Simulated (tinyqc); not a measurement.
Three regimes over temperature: precursor delivery and alloy composition in metal-organic vapour-phase epitaxy. Computed by tinyqc, a small Python program. Command: `OMP_NUM_THREADS=1 python tinyqc.py 3015664 3015665 out.jsonl movpe walk`. One thread of a shared host (Intel(R) Xeon(R) Processor @ 2.30GHz), about 0.01 s of CPU time with the checks.

Carrier gas leaves each bubbler saturated. Group-III species cross a boundary layer and react at the surface; element 2 can also desorb. The film is (1)_(1-x) (2)_x V with a zinc-blende cell.

Inputs (values chosen for the exercise, close to those used for InGaAs from TMGa and TMIn):
```
quantity                                   value      unit
source 1: a in log10(p/torr) = a - b/T      8.07         -
source 1: b                                 1703         K
source 1: bath temperature                    -8         C
source 1: carrier flow                        17      sccm
source 2: a                                10.52         -
source 2: b                                 3014         K
source 2: bath temperature                    20         C
source 2: carrier flow                        85      sccm
bubbler pressure p_b                         760      torr
group-V hydride flow                          89      sccm
total flow                                   5.6       slm
reactor pressure p                           200      torr
diffusivity D0 at 273.15 K and 760 torr     0.42    cm^2/s
boundary layer delta                        0.56        cm
prefactor of the surface rate k_s        1.6e+13      cm/s
energy of k_s                               1.85        eV
prefactor of the loss of element 2       2.2e+16  layers/s
energy of the loss                          3.22        eV
lattice constant a                          5.75  angstrom
```

Constants: k_B = 1.380649e-23 J/K; k_B = 8.617333262e-05 eV/K.

Method:
- Temperatures in kelvin are T(C) + 273.15.
- Vapour pressure p_v = 10^(a - b/T); precursor flow = carrier flow x p_v/(p_b - p_v); 1 sccm = 44.615 micromol/min; V/III = hydride flow over the sum of both; gas share x_g = F2/(F1 + F2).
- Partial pressure p_i = p F_i/(44615 x total flow in slm); density n_i = p_i/(k_B T), 1 torr = 133.322 Pa; D = D0 (T/273.15)^1.75 (760/p), h = D/delta, the same for both; k_s = prefactor x exp(-energy/(k_B T)); arrival J_i = n_i/(1/h + 1/k_s); in layers per second g_i = J_i a^2/2 (two group-III sites per a^2 on (001)).
- Loss of element 2 is r x with r = prefactor x exp(-energy/(k_B T)). Then x = (g2 - r x)/(g1 + g2 - r x), or r x^2 - (g1 + g2 + r) x + g2 = 0, smaller root; growth rate G = g1/(1 - x) layers/s; one layer is a/2 thick, 1 angstrom/s = 0.36 um/h.

molar flows (micromol/min): F1 47.0403, F2 8.66266

gas share x_g = 0.155515

Growth:
```
T (C)       k_s/h  r (layers/s)        x  G (um/h)
450    1.3071e-01    7.9725e-07  0.15552     1.844
500    7.9303e-01    2.2535e-05  0.15551     7.419
550    3.8386e+00    4.2443e-04  0.15551    13.948
600    1.5416e+01    5.7114e-03  0.15547    17.256
650    5.2966e+01    5.7995e-02  0.15510    18.796
700    1.5952e+02    4.6408e-01  0.15238    19.736
750    4.2949e+02    3.0305e+00  0.13750    20.217
800    1.0502e+03    1.6615e+01  0.08988    19.885
850    2.3628e+03    7.8288e+01  0.03436    19.403
```

What does the comparison show, and why?

G peaks at 750 C among these rows. Between the first rows the apparent energy is 1.34 eV, against 1.85 eV for k_s, as control is already mixed; k_s passes h between 500 and 550 C, well above which G depends weakly on T until desorption sets in. Among these rows x stays within 2 % of x_g up to 650 C and then falls, to 0.034 in the last row, as element 2 desorbs. Caution: in these rows, too, a is fixed and both precursors share one D and k_s.

Extremes, crossings and ranges named in words are read from the listed rows.
